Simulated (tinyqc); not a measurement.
Worked calculation: Luttinger-Kohn k.p, four valence bands. One step of it, computed by the program tinyqc.

Task: Bloch Hamiltonian at k. P = c g1 k^2, Q = c g2 (kx^2 + ky^2 - 2 kz^2), R = c sqrt3 [-g2 (kx^2 - ky^2) + 2i g3 kx ky], S = 2 c sqrt3 g3 (kx - i ky) kz, c = hbar^2/2m = 3.809982 eV angstrom^2; rows [P+Q, -S, R, 0], [-S*, P-Q, 0, R], [R*, 0, P-Q, S], [0, R*, S*, P+Q]. The path ends lie at |k| = 0.05 1/angstrom.

Luttinger parameters chosen for this model; energies are counted downward from the top of the valence band:
```
parameter      value  unit
g1         15.450000
g2          5.270000
g3          7.260000
```

k point k (1/angstrom): 0.030000  -0.007000  -0.031000

Give: H(k) at k.

Result:

H(k) at k (eV), lower triangle (Hermitian):
```
                  3/2              1/2             -1/2    -3/2
3/2            0.0929
1/2    0.0891-0.0208i           0.1320
-1/2  -0.0296+0.0201i           0.0000           0.1320
-3/2           0.0000  -0.0296+0.0201i  -0.0891+0.0208i  0.0929
```
